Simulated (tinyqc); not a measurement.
# Hot electrons in a saturated n-channel MOSFET, lucky-electron model, step by step

Program tinyqc, `OMP_NUM_THREADS=1 python tinyqc.py 2550044 2550045 out.jsonl`; Intel Xeon 2.30GHz, shared host, one thread, about 0.01 s. Printed values are rounded.

Beyond pinch-off the lateral field grows as Esat cosh(y/l) over the velocity-saturated region (pseudo-two-dimensional model). Impact ionisation in this region gives the substrate current, which biases the body forward through Rsub. Currents are per width. Local-field laws: they overstate ionisation when the field peak is narrower than an energy relaxation length.

Inputs (values chosen for the exercise); values close to those of silicon n-channel devices: channel length L = 0.8 um; oxide thickness tox = 17 nm; junction depth xj = 260 nm; threshold VT = 0.61 V; effective mobility mu = 380 cm^2/(V s); saturation velocity vs = 7.2e6 cm/s; ionisation prefactor Ai = 2e6 1/cm; ionisation field Bi = 1.79 MV/cm; resistance of the lightly doped drain Rd = 700 ohm um; substrate resistance Rsub = 2000 ohm um; fall of VT per volt of forward body bias kb = 0.44; hot-electron mean free path lm = 9.8 nm; oxide barrier pb = 3.2 V; prefactor of the gate current Cg = 0.0031; lifetime exponent m = 3.1; lifetime constant Hl = 1800 s uA/um; drain voltage Vd = 3.9 V; gate voltage Vg = 2.2 V.

Constants: eps0 = 8.8541878128e-14 F/cm where lengths are in cm. Results are converted to the units shown.

## Length and field scales

Cox = 3.9 eps0/tox, l = sqrt(3 tox xj), Esat = 2 vs/mu.

Cox = 0.203125 uF/cm^2
l = 115.152 nm
Esat = 0.0378947 MV/cm
Esat L = 3.03158 V

## Iteration 1: body bias from the substrate current

Vb at the start = 0 V

Cox = 3.9 eps0/tox. Overdrive g = Vg - VT + kb Vb; Vdsat = g Esat L/(g + Esat L); Id = Cox vs (g - Vdsat); dV = Vd - Id Rd - Vdsat; Em = sqrt((dV/l)^2 + Esat^2); Isub = Id (Ai/Bi) l Em exp(-Bi/Em). Vb(new) = Rsub Isub.

Vdsat = 1.04298 V
Id = 80.0020 uA/um
dV = 2.80102 V
Em = 0.246179 MV/cm
Isub = 0.176195 uA/um
Vb after iteration 1 = 3.52389e-4 V

## Iteration 2: body bias from the substrate current

As before.

Vdsat = 1.04305 V
Id = 80.0149 uA/um
dV = 2.80094 V
Em = 0.246173 MV/cm
Isub = 0.176185 uA/um
Vb after iteration 2 = 3.52369e-4 V

## Course of the iteration: body bias from the substrate current

Stop when Vb changes by less than 1e-9 V, or after 60 iterations.

Course of the iteration:
```
iteration      Vb (V)  |change| (V)
1          3.52389e-4       3.52e-4
2          3.52369e-4       2.01e-8
3          3.52369e-4      1.14e-12
```

Converged in 3 iterations. The change falls from 3.5e-4 in the first iteration to below the tolerance in the last.

## Gate current, lifetime and channel shortening

Id = 80.0149 uA/um
dV = 2.80094 V
Em = 0.246173 MV/cm
Isub = 0.176185 uA/um

Ig = Cg Id exp(-pb/(lm Em)); lifetime tau = (Hl/Id)(Isub/Id)^(-m); length of the saturated region dL = l ln[(dV/l + Em)/Esat]. 1 year = 3.15576e7 s.

Isub/Id = 0.00220190
Ig = 0.430455 pA/um
tau = 123.119 years
dL = 294.604 nm

The lifetime exceeds ten years. Integrating Ai exp(-Bi/E) over the cosh profile gives Isub/Id = 0.00199, so the closed form is 11 % above it.
